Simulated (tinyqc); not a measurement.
Free and trapped electrons in a MOS channel with a dense trap tail: one step of the calculation.

p-type body, charge-sheet picture, full ionisation (an idealisation for deep acceptors), Boltzmann statistics for free electrons. e = Ec - EF at the surface. Acceptor-like traps of density D(E) = D0 + De exp(-E/Ew) at depth E below Ec, from 0 to Eu, hold n_t = integral of D(E)/(1 + exp((e - E)/Vt)). psi = Eg - Vt ln(Nv/Na) - e; N_dep = sqrt(2 eps0 eps_r Na (psi - Vt)/q); n_f = sqrt(N_dep^2 + 2 eps0 eps_r Vt Nc exp(-e/Vt)/q) - N_dep; Vg = Vfb + psi + q (N_dep + n_t + n_f)/Cox, Cox = eps0 eox/tox.

Task. Charges and gate voltage. psi, N_dep, n_f and Vg as defined, with the n_t given; free share n_f/(n_f + n_t); apparent mobility mf n_f/(n_f + n_t); gate voltage spent on traps q n_t/Cox.

Parameters, values chosen for the exercise; band and dielectric values close to those of gallium nitride: temperature T = 300 K; band gap Eg = 3.41 eV; relative permittivity eps_r = 9.38; conduction-band density of states at T Nc = 2.29e18 cm^-3; valence-band density of states at T Nv = 4.66e19 cm^-3; relative permittivity of the insulator eox = 3.9; insulator thickness tox = 27 nm; acceptor density Na = 3.3e15 cm^-3; flat-band voltage without trapped charge Vfb = -3.03 V; mobility of free electrons mf = 100 cm^2/(V s); Ec - EF at the surface e = 0.016 eV.

Constants: q = 1.602176634e-19 C, kB = 1.380649e-23 J/K, Vt = kB T/q, eps0 = 8.8541878128e-14 F/cm where lengths are in cm. Results are converted to the units shown.

n_t = 3.8711786e12 cm^-2

Give: psi; N_dep; n_f; Vg; free share; apparent mobility; gate voltage spent on traps.

Result.

psi = 3.1470 V
N_dep = 3.2677e11 cm^-2
n_f = 3.3452e11 cm^-2
Vg = 5.7950 V
free share = 7.9540 %
apparent mobility = 7.9540 cm^2/(V s)
gate voltage spent on traps = 4.8496 V

tinyqc, about 0.04 s, one thread, Intel Xeon 2.30GHz (shared host): `OMP_NUM_THREADS=1 python tinyqc.py 2222034 2222035 out.jsonl`
